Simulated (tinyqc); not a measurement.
Changing the corrugation W: Frenkel-Kontorova chain: a misfit dislocation (kink) in a monolayer on a periodic substrate. Computed by tinyqc, a small Python program. Command: `OMP_NUM_THREADS=1 python tinyqc.py 3021003 3021004 out.jsonl fkchain sweep`. One thread of a shared host (Intel(R) Xeon(R) Processor @ 2.30GHz), about 0.04 s of CPU time with the checks.

E = sum_j [(k/2)(x_(j+1) - x_j - b)^2 + (W/2)(1 - cos(2 pi x_j/a))], x_j = a (j + u_j). A kink takes u from 0 to 1: the chain is stretched by one period and has one atom fewer than wells.

Inputs (values chosen for the exercise, for a model overlayer):

| quantity | value | unit |
|---|---|---|
| spring constant k | 10.3 | eV/angstrom^2 |
| substrate period a | 3.13 | angstrom |
| misfit f = (b - a)/a | 0.72 | - |
| atoms on each side n | 9 | - |
| atomic mass M | 48.4 | u |

Relaxation: Newton steps.

Constants: nu for 1 eV/(angstrom^2 u) = 15.6333042 THz.

Method:
- l0 = sqrt(k a^2/(2 W)); kink u(j) = (2/pi) arctan exp(pi j/l0); kink energy at f = 0: E0 = (4/pi) W l0; with misfit E0 - k a^2 f; kinks become favourable at f_c = 2/(pi l0), and a coherent chain with free ends loses stability at f_m = 1/l0. Lowest vibration of the flat chain: nu0 = 15.6333042 THz x sqrt(2 pi^2 W/(a^2 M)).
- Discrete chain at f = 0, ends held at u = 0 and 1: E = (k a^2/2) sum (u_(j+1) - u_j)^2 + (W/2) sum (1 - cos 2 pi u_j), gradient g_j = k a^2 (2 u_j - u_(j-1) - u_(j+1)) + pi W sin(2 pi u_j), Hessian 2 k a^2 + 2 pi^2 W cos(2 pi u_j) on the diagonal and -k a^2 beside it.
- Start as above (continuum shape at j + 1/2, j = -n..n-1, l0 = sqrt(k a^2/(2 W))). u(new) = u - H^-1 g; stop when the largest gradient is below 1e-9 eV.
- Repeat by Newton steps with an atom at the centre (j = -n..n, u_0 = 1/2). Barrier = difference of the two energies; the lowest Hessian eigenvalue tells minimum from saddle.

One run for each value:

| corrugation W (eV) | kink width l0 | Peierls barrier (meV) | energy, centre between atoms (eV) | kink energy E0 (eV) | critical misfit f_c |
|---|---|---|---|---|---|
| 3.4 | 3.852 | 7.389e+00 | 16.51 | 16.68 | 0.1653 |
| 4.4 | 3.386 | 3.079e+01 | 18.71 | 18.97 | 0.1880 |
| 7.5 | 2.594 | 3.375e+02 | 24.02 | 24.77 | 0.2454 |
| 9.8 | 2.269 | 8.790e+02 | 26.97 | 28.31 | 0.2806 |
| 13.0 | 1.970 | 2.076e+03 | 30.13 | 32.61 | 0.3231 |
| 17.0 | 1.723 | 4.151e+03 | 33.05 | 37.29 | 0.3695 |
| 22.0 | 1.514 | 7.369e+03 | 35.68 | 42.42 | 0.4204 |
| 29.0 | 1.319 | 1.260e+04 | 38.24 | 48.70 | 0.4826 |

Give the missing row, corrugation W (eV) = 5.8.

Computed row; columns: (1) corrugation W (eV); (2) kink width l0; (3) Peierls barrier (meV); (4) energy, centre between atoms (eV); (5) kink energy E0 (eV); (6) critical misfit f_c:
```
(1)    (2)        (3)    (4)    (5)     (6)
5.8  2.949  1.160e+02  21.34  21.78  0.2158
```

Interpolating between the two neighbouring rows (the first column on a logarithmic scale, the others too where they are positive) misses most in Peierls barrier (meV), by 8.3 %. Over the rows, kink width l0 falls from 3.85 to 1.32 (exponent d ln y / d ln x about -0.50 throughout); Peierls barrier (meV) rises from 7.39 to 12600 (exponent d ln y / d ln x 5.5 between the first rows and 1.9 between the last); energy, centre between atoms (eV) rises from 16.5 to 38.2 (exponent d ln y / d ln x 0.49 between the first rows and 0.25 between the last). The exponent of kink energy E0 stays at 0.50: the geometric mean of spring and corrugation. The exponent of critical misfit f_c stays at 0.50: f_c goes as 1/l0. ln(barrier/W) against l0 has the slope -2.51 between the first rows; for wide kinks the law is l0^2 exp(-pi l0), with slope 2/l0 - pi = -2.59. The continuum energy is too high by 1.0 % in the first row and 27 % in the last.

Caution (all rows): a corrugation above 1 eV is larger than real overlayers usually show; it is chosen to keep the kink narrow. Caution (rows 5.80, 7.50, 9.80, 13.0, 17.0, 22.0, 29.0): for l0 below about 3 the kink spans few atoms, and the continuum kink energy is off by about 2 per cent or more.
